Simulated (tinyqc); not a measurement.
# Quantum point contact as a saddle point: differential conductance at finite bias

Potential V0 - m wx^2 x^2/2 + m wy^2 y^2/2; energies are counted from V0. Mode n = 0, 1, ... transmits T_n(E) = 1/(1 + exp(-2 pi (E - E_n)/wx)), E_n = wy (n + 1/2); each mode carries 2 q^2/h.

g(T) = int g(E) (-df/dE) dE = int g(mu + x kB T) dx/(4 cosh^2(x/2)), g(E) the zero-temperature value at E, g = G/(2 q^2/h). With the bias V split evenly and the saddle held fixed, dI/dV = [g(mu + V/2) + g(mu - V/2)]/2, each thermally averaged.

Parameters, values chosen for the exercise:

| symbol | value | unit | meaning |
|---|---|---|---|
| T | 2.5 | K | temperature |
| wy | 3.6 | meV | transverse quantum hbar wy |
| wx | 1.9 | meV | curvature of the barrier hbar wx |
| mu | 10.52 | meV | Fermi level above the saddle point |

Constants: q = 1.602176634e-19 C, kB = 1.380649e-23 J/K, Vt = kB T/q. Results are converted to the units shown.

Differential conductance at finite bias:
```
V (mV),g(mu + V/2),g(mu - V/2),dI/dV
0,2.988,2.988,2.988
0.72,3.003,2.959,2.981
1.44,3.022,2.891,2.957
2.16,3.065,2.757,2.911
2.88,3.159,2.551,2.855
3.6,3.328,2.328,2.828
4.32,3.551,2.159,2.855
5.04,3.757,2.065,2.911
5.76,3.891,2.022,2.957
6.48,3.959,2.003,2.981
7.2,3.988,1.988,2.988
7.92,4.003,1.959,2.981
```

Read the table: what changes, and by how much?

dI/dV moves up and down between 2.83 and 2.99 in units of 2 q^2/h. Right-movers gain modes (2.99 to 4.00) while left-movers lose them (2.99 to 1.96).

tinyqc, about 0.07 s, one thread, Intel Xeon 2.30GHz (shared host): `OMP_NUM_THREADS=1 python tinyqc.py 2740107 2740108 out.jsonl`
